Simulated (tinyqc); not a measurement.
Inside a calculation. Method: G0W0 on RHF in the 6-31g basis, for H3+, spin multiplicity 1. One step of it, computed by the program tinyqc.

Problem. Iteration 6 (converged): orbitals. Diagonalise F' = X^T F X, C = X C', fill 1 alpha and 1 beta electrons from the bottom; D = 2 C_occ C_occ^T. Each column has its largest component positive (the first on a tie).

converged F (hartree), order 1H 1s, 1H 2s, 2H 1s, 2H 2s, 3H 1s, 3H 2s:
$$\begin{pmatrix}
-0.427869 & -0.784839 & -0.483797 & -0.577268 & -0.484437 & -0.577647 \\
-0.784839 & -0.775189 & -0.527215 & -0.606390 & -0.527642 & -0.606627 \\
-0.483797 & -0.527215 & -0.250594 & -0.589890 & -0.117835 & -0.254981 \\
-0.577268 & -0.606390 & -0.589890 & -0.565484 & -0.255075 & -0.382502 \\
-0.484437 & -0.527642 & -0.117835 & -0.255075 & -0.250752 & -0.590111 \\
-0.577647 & -0.606627 & -0.254981 & -0.382502 & -0.590111 & -0.565641
\end{pmatrix}$$

X, order 1H 1s, 1H 2s, 2H 1s, 2H 2s, 3H 1s, 3H 2s:
$$\begin{pmatrix}
1.279142 & -0.608512 & -0.048979 & 0.080739 & -0.049285 & 0.080871 \\
-0.608512 & 2.726318 & -0.012319 & -1.049447 & -0.012265 & -1.050311 \\
-0.048979 & -0.012319 & 1.259155 & -0.486819 & 0.010299 & 0.052947 \\
0.080739 & -1.049447 & -0.486819 & 1.824780 & 0.052982 & 0.263281 \\
-0.049285 & -0.012265 & 0.010299 & 0.052982 & 1.259194 & -0.486795 \\
0.080871 & -1.050311 & 0.052947 & 0.263281 & -0.486795 & 1.825604
\end{pmatrix}$$

Give: F' = X^T F X; orbital energies; coefficients C; D after iteration 6.

Solution.

F' = X^T F X (hartree):
$$\begin{pmatrix}
0.173 & -0.648 & -0.254 & -0.096 & -0.254 & -0.096 \\
-0.648 & 0.075 & -0.154 & -0.196 & -0.154 & -0.196 \\
-0.254 & -0.154 & 0.218 & -0.511 & 0.027 & -0.004 \\
-0.096 & -0.196 & -0.511 & -0.003 & -0.004 & -0.082 \\
-0.254 & -0.154 & 0.027 & -0.004 & 0.219 & -0.511 \\
-0.096 & -0.196 & -0.004 & -0.082 & -0.511 & -0.003
\end{pmatrix}$$

orbital energies (hartree): MO1 -0.980, MO2 -0.375, MO3 -0.032, MO4 0.554, MO5 0.645, MO6 0.867

coefficients C, order 1H 1s, 1H 2s, 2H 1s, 2H 2s, 3H 1s, 3H 2s:
$$\begin{pmatrix}
0.343 & 0.000 & 0.266 & -0.572 & 0.001 & -1.229 \\
0.398 & 0.000 & 1.997 & 0.858 & -0.003 & 2.264 \\
0.222 & 0.305 & -0.089 & -0.758 & -0.913 & 0.519 \\
0.083 & 0.568 & -1.368 & 0.324 & 1.023 & -1.181 \\
0.222 & -0.305 & -0.090 & -0.758 & 0.911 & 0.521 \\
0.083 & -0.567 & -1.370 & 0.324 & -1.019 & -1.184
\end{pmatrix}$$

D after iteration 6, order 1H 1s, 1H 2s, 2H 1s, 2H 2s, 3H 1s, 3H 2s:
$$\begin{pmatrix}
0.235 & 0.273 & 0.152 & 0.057 & 0.152 & 0.057 \\
0.273 & 0.317 & 0.177 & 0.066 & 0.177 & 0.066 \\
0.152 & 0.177 & 0.099 & 0.037 & 0.099 & 0.037 \\
0.057 & 0.066 & 0.037 & 0.014 & 0.037 & 0.014 \\
0.152 & 0.177 & 0.099 & 0.037 & 0.099 & 0.037 \\
0.057 & 0.066 & 0.037 & 0.014 & 0.037 & 0.014
\end{pmatrix}$$
